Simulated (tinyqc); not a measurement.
Lossy on-chip transmission line with skin effect: effect of the load resistance.

A uniform line in a homogeneous dielectric: c = sqrt(er)/(c0 Z0), l = Z0 sqrt(er)/c0 (c0 = 299792458 m/s), g = w c td, w = 2 pi f. The resistance joins its limits as r = sqrt(r_dc^2 + r_hf^2), with r_dc = rho/(wd th), r_hf = kr rho/(2 delta (wd + th)), delta = sqrt(rho/(pi f mu0)), mu0 = 4 pi 1e-7 H/m; this is an interpolation, and internal inductance, up to 0.05 nH/mm at low frequency, is neglected.

gamma = sqrt((r + i w l)(g + i w c)) = alpha + i beta, Zc = sqrt((r + i w l)/(g + i w c)), roots with positive real part; loss 8.685889638 alpha in dB; phase velocity w/beta. ZL = 1/(1/RL + i w CL); reflection (ZL - Zc)/(ZL + Zc); Zin = Zc (ZL + Zc tanh(gamma len))/(Zc + ZL tanh(gamma len)); H = V_load/V_source = [Zin/(Zin + Rg)]/[cosh(gamma len) + (Zc/ZL) sinh(gamma len)].

Inputs (values chosen for the exercise):
- wd = 4.2 um (width of the strip)
- th = 0.68 um (thickness of the strip)
- rho = 2.9 uohm cm (resistivity)
- er = 3 (relative permittivity)
- td = 0 (loss tangent)
- Z0 = 50 ohm (lossless impedance sqrt(l/c))
- kr = 1.2 (factor for crowding and the return path)
- len = 0.78 mm (length)
- Rg = 50 ohm (source resistance)
- CL = 20 fF (load capacitance)
- f = 0.69 GHz (frequency)

The same in every row: r (ohm/mm) = 10.213; r/(w l) = 8.1546; loss (dB/mm) = 0.41324; |Zc| (ohm) = 143.31; phase velocity over c0 = 0.26896; length in wavelengths = 0.0066747.

Effect of the load resistance:

| RL (ohm) | \|H\| (dB) |
|---|---|
| 10 | -16.646 |
| 25 | -10.419 |
| 50 | -6.6864 |
| 75 | -4.9737 |
| 150 | -2.8382 |
| 500 | -0.95309 |
| 10000 | -0.050615 |

What does the table show?

As RL goes from 10 to 10000, the loss stays at 0.413 dB/mm, |Zc| stays at 143 ohm and |H| goes from -16.6 to -0.0506 dB, with its highest value among the rows, -0.0506 dB, at RL = 10000.

Numbers from tinyqc (`OMP_NUM_THREADS=1 python tinyqc.py 2810192 2810193 out.jsonl`; about 0.01 s on one thread of a shared Intel Xeon 2.30GHz).
